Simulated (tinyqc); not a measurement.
# Which input was changed?

Model: single-band model of a thermoelectric material. Computed by tinyqc, a small Python program. Command: `OMP_NUM_THREADS=1 python tinyqc.py 3012452 3012453 out.jsonl thermo which`. One thread of a shared host (Intel(R) Xeon(R) Processor @ 2.30GHz), about 0.2 s of CPU time with the checks.

One spherical band, one scattering law, no minority carriers and no phonon drag. In a real material minority carriers limit |S| to about E_g/(2 e T), so larger values are formal. eta = E_F/(k_B T) is counted from the band edge; f = 1/(1 + exp(x - eta)).

Inputs (values chosen for the exercise, for a model material): density-of-states mass m = 1.2 m_0; non-parabolicity alpha = 4.1 1/eV; mobility parameter mu_300 = 670 cm^2/(V s); temperature exponent p = 2; lattice thermal conductivity kappa_L = 0.51 W/(m K); carrier density n = 1.6e+20 1/cm^3; temperature T = 310 K.

Band: Kane. Scattering: acoustic phonons, r = -0.5.

Constants: m_0 = 9.1093837015e-31 kg; k_B = 1.380649e-23 J/K; hbar = 1.054571817e-34 J s; k_B = 8.617333262e-05 eV/K; e = 1.602176634e-19 C.

Method:
- With x = E/(k_B T), a = alpha k_B T (0 for a parabolic band), G = x (1 + a x), D = 1 + 2 a x and <y> = int y f (1 - f) dx, f = 1/(1 + exp(x - eta)): tau = tau_0 G^r/D; transport function s = G^(3/2 + r)/D^2; n = N_0 <G^(3/2)> with N_0 = (2 m k_B T)^(3/2)/(3 pi^2 hbar^3).
- Integrals over x = E/(k_B T) use 160 Gauss-Legendre points in u = sqrt(x) from 0 to sqrt(max(eta, 0) + 32).
- Solve for eta.
- sigma = e mu_0 N_0 <s> with mu_0 = e tau_0/m = mu_300 (T/300 K)^(-p); |S| = (k_B/e)(<x s>/<s> - eta); Lorenz number L = (k_B/e)^2 (<x^2 s>/<s> - (<x s>/<s>)^2); kappa_e = L sigma T; zT = S^2 sigma T/(kappa_L + kappa_e).
- Hall factor r_H = <G^(3/2)> <G^(3/2 + 2r)/D^4>/<s>^2; drift mobility sigma/(n e) with n = N_0 <G^(3/2)>; power factor S^2 sigma.
- Quality factor B = (k_B/e)^2 e mu_0 N_0 T/kappa_L; zT and the power factor are maximised over eta between -8 and 30.

Task: One of these inputs alone was changed, within the range given: density-of-states mass m (0.6 to 2.4); lattice thermal conductivity kappa_L (0.255 to 1.02); carrier density n (8e+19 to 3.2e+20); temperature exponent p (1 to 4). Which one, and to what value?

Results:
```
run            zT  largest zT  density of the largest zT (1/cm^3)
before  0.2944736    1.322203                        1.609551e+19
after   0.2442824    1.322203                        1.609551e+19
```

Result:

Each candidate set to reproduce zT, and what it then gives:
```
candidate                                         range searched  value needed  largest zT  density of the largest zT (1/cm^3)
density-of-states mass m (m_0)                        0.6 to 2.4         1.116      1.2184                          1.5098e+19
lattice thermal conductivity kappa_L (W/(m K))     0.255 to 1.02        0.8825      0.8634                          1.9830e+19
carrier density n (1/cm^3)                      8e+19 to 3.2e+20      1.820e20      1.3222                          1.6096e+19
temperature exponent p                                    1 to 4  out of reach           -                                   -
```

Only carrier density n fits every result: it went from 1.6e+20 to 1.82e20 1/cm^3. The next best candidate, density-of-states mass m, misses one result by 7.9 %.
